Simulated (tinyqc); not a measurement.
Static screening by free carriers: one step. A donor in the screened potential.

Donor in the screened potential -(e2/eps) exp(-qs r)/r with the trial function exp(-r/a): E(a) = c/(m a^2) - (e2/eps) 4/(a (2 + qs a)^2), e2 = e^2/(4 pi eps0), c = hbar^2/2m0; isotropic mass.

Constants: hbar^2/2m0 = 3.80998211 eV angstrom^2; e^2/(4 pi eps0) = 14.39964547 eV angstrom.

Values chosen for the exercise (out of a larger set: near those of Si; not measured data):
- aD = 29.5 angstrom (trial radius)
- m = 0.3163 m0 (mass of one isotropic valley)
- eps = 12 (background dielectric constant)

qs = 0.0588745 1/angstrom

Problem. Evaluate both terms at a = aD.
Give: kinetic term; potential term; E(aD); unscreened level -m Ry/eps^2 (Ry = 13.60569312 eV).

Solution.

kinetic term = 13.841 meV
potential term = -11.652 meV
E(aD) = 2.189 meV
unscreened level -m Ry/eps^2 (Ry = 13.60569312 eV) = -29.885 meV

This trial radius gives no binding, nor does any radius up to 3 aB; the exact problem still binds weakly up to qs aB = 1.19.

Program tinyqc; command `OMP_NUM_THREADS=1 python tinyqc.py 1682173 1682174 out.jsonl`; about 0.01 s on one thread of a shared Intel(R) Xeon(R) Processor @ 2.30GHz.
